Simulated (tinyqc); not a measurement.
Worked calculation: plane-wave Kohn-Sham cycle with exchange-only LDA in a layered model solid. One step of it, computed by the program tinyqc.

Question. Iteration 2: Hamiltonian at one k. H(m,m') = (k + G_m)^2/2 delta + V(G_m - G_m'), with V(-G) = V(G).

A solid whose potential varies along x alone (atomic units):
```
parameter                      value
period a                    6.100000
cross-section of the cell  21.000000
electrons per cell                 4
grid points                       16
plane waves -n..n, n               3
k points                           1
V1 in V1 cos(2 pi x/a)     -0.190000
```

V(G_m), m = 0, 1, 2, ... (hartree): [-0.305293, -0.056916, 0.003682, -0.001090, 0.001434, -0.000122, 0.000180]

k = 0.000000 2 pi / a

Give: H.

Answer.

H (hartree), order -3, -2, -1, +0, +1, +2, +3:
$$\begin{pmatrix}
4.4690 & -0.0569 & 0.0037 & -0.0011 & 0.0014 & -0.0001 & 0.0002 \\
-0.0569 & 1.8166 & -0.0569 & 0.0037 & -0.0011 & 0.0014 & -0.0001 \\
0.0037 & -0.0569 & 0.2252 & -0.0569 & 0.0037 & -0.0011 & 0.0014 \\
-0.0011 & 0.0037 & -0.0569 & -0.3053 & -0.0569 & 0.0037 & -0.0011 \\
0.0014 & -0.0011 & 0.0037 & -0.0569 & 0.2252 & -0.0569 & 0.0037 \\
-0.0001 & 0.0014 & -0.0011 & 0.0037 & -0.0569 & 1.8166 & -0.0569 \\
0.0002 & -0.0001 & 0.0014 & -0.0011 & 0.0037 & -0.0569 & 4.4690
\end{pmatrix}$$
